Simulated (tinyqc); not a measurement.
Gupta-type many-body potential for a metal. Inputs raised by 2 %, one at a time. Computed by tinyqc, a small Python program. Command: `OMP_NUM_THREADS=1 python tinyqc.py 3017425 3017426 out.jsonl gupta sens`. One thread of a shared host (Intel(R) Xeon(R) Processor @ 2.30GHz), about 0.03 s of CPU time with the checks.

E_i = sum_j A exp(-p (r_ij/r0 - 1)) - xi rho_i^gamma, with rho_i = sum_j exp(-2 q (r_ij/r0 - 1)); gamma = 1/2 is the tight-binding second-moment form. The crystal is fcc unless stated; d is the neighbour distance and a fixed number of shells is kept.

Inputs (values chosen for the exercise, for a model metal): repulsion A = 0.0995 eV; hopping xi = 0.729 eV; decay p = 9.45; decay q = 3.69; reference distance r0 = 3.501 angstrom; shells kept = 2; embedding exponent gamma = 0.55.

Surface: (111).

Constants: 1 eV/angstrom^3 = 160.2176634 GPa; 1 eV/angstrom^2 = 16.02176634 J/m^2.

Method:
- fcc shells: d sqrt(k), k = 1..5, with 12, 6, 24, 12, 24 atoms; Omega = d^3/sqrt2.
- Equilibrium: dE/dd = 0; B = d^2 E''(d)/(9 Omega).
- Second derivatives of E/Omega at equilibrium under homogeneous strain: e_xx = h gives C11; e_xx = -e_yy = h gives 2 (C11 - C12); e_xy = e_yx = h/2 gives C44.
- Cut the crystal without relaxation; an atom in layer l keeps the neighbours that lie below the surface plane. Excess = E_i + E_c. Surface energy = sum of excesses over the layers, divided by the area per surface atom: (sqrt3/2) d^2 for (111), d^2 for (100), sqrt2 d^2 for (110).

Runs; columns: (1) input moved; (2) from; (3) to; (4) neighbour distance d (angstrom); (5) bulk modulus B (GPa); (6) surface energy (J/m^2); (7) Cauchy pressure C12 - C44 (GPa):
```
(1)                                  (2)      (3)     (4)     (5)      (6)     (7)
base run                               -        -  3.4773  38.776  0.18659  24.174
repulsion A (eV)                  0.0995  0.10149  3.4901  38.050  0.18235  23.719
hopping xi (eV)                    0.729  0.74358  3.4644  40.307  0.19475  25.131
decay p                             9.45    9.639  3.4899  39.382  0.19219  23.729
decay q                             3.69   3.7638  3.4647  39.680  0.17997  25.595
reference distance r0 (angstrom)   3.501  3.57102  3.5468  36.539  0.17935  22.779
embedding exponent gamma            0.55    0.561  3.4456  42.000  0.20611  25.945
```

Exponents ln(y'/y) / ln(x'/x):
```
input                     neighbour distance d  bulk modulus B  surface energy  Cauchy pressure C12 - C44
repulsion A                              0.187          -0.955          -1.160                     -0.959
hopping xi                              -0.188           1.955           2.162                      1.960
decay p                                  0.183           0.784           1.492                     -0.937
decay q                                 -0.183           1.165          -1.824                      2.884
reference distance r0                    1.000          -3.000          -2.000                     -3.000
embedding exponent gamma                -0.462           4.034           5.025                      3.572
```

Which inputs matter most for each result?

Among the inputs moved here: neighbour distance d answers most in size to reference distance r0 (exponent +1.000), next to embedding exponent gamma (-0.462). Its exponent +1.000 in reference distance r0: r0 is the length scale. Bulk modulus B answers most in size to embedding exponent gamma (exponent +4.034), next to reference distance r0 (-3.000). Its exponent -3.000 in reference distance r0: energy over volume. Surface energy answers most in size to embedding exponent gamma (exponent +5.025), next to hopping xi (+2.162). Its exponent -2.000 in reference distance r0: energy over area. Cauchy pressure C12 - C44 answers most in size to embedding exponent gamma (exponent +3.572), next to reference distance r0 (-3.000).
